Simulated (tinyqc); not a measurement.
Tight binding, kagome lattice, step by step. One step of it, computed by the program tinyqc.

Question. Levels at k. Diagonalise the Hermitian matrix.

H(k) at k (eV), order A, B, C:
```
[[0.000000, -0.113762+0.596362i, -3.160712-0.500608i],
 [-0.113762-0.596362i, 0.000000, -0.003197-0.101721i],
 [-3.160712+0.500608i, -0.003197+0.101721i, 0.030000]]
```

Give: eigenvalues; weights |c|^2 of the basis functions.

Answer.

eigenvalues (eV): [-3.263, 0.038, 3.255]

weights |c|^2 of the basis functions, order A, B, C:
```
[[0.499, 0.001, 0.500],
 [0.023, 0.964, 0.012],
 [0.478, 0.035, 0.488]]
```
